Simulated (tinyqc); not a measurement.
# Long-channel MOSFET, surface-potential model, step by step

Computed by the program tinyqc: `OMP_NUM_THREADS=1 python tinyqc.py 2360080 2360081 out.jsonl`, one thread of a shared Intel Xeon 2.30GHz, about 0.04 s for the whole run. Printed values are rounded.

n-channel transistor on a uniformly doped p-type body, gradual-channel approximation, constant mobility, Boltzmann statistics, full ionisation. Potentials are counted from the neutral body; V is the electron quasi-Fermi potential, Vsb at the source and Vsb + Vds at the drain. Charges are magnitudes per area.

Parameters, values chosen for the exercise; material values close to those of 4H silicon carbide: temperature T = 400 K; band gap Eg = 3.22 eV; relative permittivity of the semiconductor eps_r = 9.81; conduction-band density of states at T Nc = 2.59e19 cm^-3; valence-band density of states at T Nv = 3.85e19 cm^-3; acceptor density of the body Na = 2.1e16 cm^-3; relative permittivity of the gate insulator eox = 7.31; insulator thickness tox = 4.3 nm; flat-band voltage Vfb = -1.44 V; channel mobility mu = 660 cm^2/(V s); gate width W = 2 um; gate length L = 5 um; source-body reverse bias Vsb = 0 V; gate-source voltage Vgs = 1.52 V; drain-source voltage Vds = 0.5 V.

Constants: q = 1.602176634e-19 C, kB = 1.380649e-23 J/K, Vt = kB T/q, eps0 = 8.8541878128e-14 F/cm where lengths are in cm. Results are converted to the units shown.

## Body potential, insulator capacitance and body factor

ni = sqrt(Nc Nv) exp(-Eg/(2 Vt)), Eg in volts; phiF = Vt ln(Na/ni); Cox = eps0 eox/tox; gamma = sqrt(2 q eps0 eps_r Na)/Cox. VT = Vfb + 2 phiF + gamma sqrt(2 phiF + Vsb), m = 1 + gamma/(2 sqrt(2 phiF + Vsb)).

ni = 0.163785 cm^-3
phiF = 1.35783 V
Cox = 1.50521 uF/cm^2
gamma = 0.0507915 V^0.5
VT = 1.35937 V
m = 1.01541

## Iteration 1: surface potential at the source by Newton steps

psi at the start (the root without inversion charge) = 2.87441 V

With V = Vsb: G = psi - Vt + Vt e, e = exp((psi - 2 phiF - Vsb)/Vt); f = Vgs + Vsb - Vfb - psi - gamma sqrt(G); f' = -1 - gamma (1 + e)/(2 sqrt(G)); psi(new) = psi - f/f'.

G = 6.28751 V
f = -0.0417692 V
f' = -2.02311
psi after iteration 1 = 2.85376 V

## Iteration 2: surface potential at the source by Newton steps

As before.

G = 4.71331 V
f = -0.00403315 V
f' = -1.65446
psi after iteration 2 = 2.85133 V

## Course of the iteration: surface potential at the source by Newton steps

Stop when psi changes by less than 1e-10 V, or after 40 iterations.

Course of the iteration:
```
iteration  psi (V)  |change| (V)
1          2.85376        0.0206
2          2.85133       2.44e-3
3          2.85130       2.67e-5
4          2.85130       3.10e-9
5          2.85130             0
```

Converged in 5 iterations. At the end the number of correct digits about doubles with each step.

## Charges and current of the charge-sheet model

psi_0 = 2.85130 V
psi_L = 2.87441 V

psi_0 and psi_L solve Vgs + Vsb - Vfb - psi = gamma sqrt(G) at V = Vsb and Vsb + Vds. Qi = Cox gamma [sqrt(G) - sqrt(psi - Vt)], G = psi - Vt + Vt exp((psi - 2 phiF - V)/Vt), at both ends. With U = Vgs + Vsb - Vfb: drift = mu (W/L) Cox [U (psi_L - psi_0) - (psi_L^2 - psi_0^2)/2 - (2/3) gamma ((psi_L - Vt)^1.5 - (psi_0 - Vt)^1.5)]; diffusion = mu (W/L) Vt (Qi0 - QiL).

Qi0 = 35.3047 nC/cm^2
QiL = 3.92137e-5 nC/cm^2
drift current = 0.107678 uA
diffusion current = 0.321269 uA
drain current = 0.428947 uA

Drift carries 25.1 % of the current. The drain end is pinched off: its charge is under 1 % of that at the source.

## Inversion charge along the channel

V, point 0 to 10 (V): 0  0.05  0.1  0.15  0.2  0.25  0.3  0.35  0.4  0.45  0.5

The surface potential psi at channel potential V solves Vgs + Vsb - Vfb - psi = gamma sqrt(G), G = psi - Vt + Vt exp((psi - 2 phiF - V)/Vt). Charge sheet: Qi = Cox gamma [sqrt(G) - sqrt(psi - Vt)]. Pao-Sah: Qi = (Cox gamma/2) integral from 3 Vt to psi of exp((u - 2 phiF - V)/Vt)/sqrt(G(u, V)) du.

```
point  psi (V)  Qi, charge sheet (nC/cm^2)  Qi, Pao-Sah (nC/cm^2)
0      2.85130                     35.3047                35.5111
1      2.86557                     13.4999                13.5816
2      2.87183                     3.93030                3.95444
3      2.87376                    0.985173               0.991254
4      2.87425                    0.234937               0.236389
5      2.87437                   0.0553036              0.0556455
6      2.87440                   0.0129778              0.0130580
7      2.87440                  0.00304316             0.00306198
8      2.87441                  7.13471e-4             7.17882e-4
9      2.87441                  1.67267e-4             1.68301e-4
10     2.87441                  3.92137e-5             3.94562e-5
```

At the source the charge-sheet charge is 0.58 % below the Pao-Sah one.

## Pao-Sah current by Simpson's rule

I = mu (W/L) integral of Qi dV; Simpson's rule on the 11 points, step Vds/10, weights 1, 4, 2, ..., 4, 1 times step/3.

Pao-Sah current = 0.450767 uA

Gauss-Legendre quadrature on many points gives 0.4513 uA, so this value is 0.11 % below it; the charge-sheet current, 0.4289 uA, is 4.9 % below it.
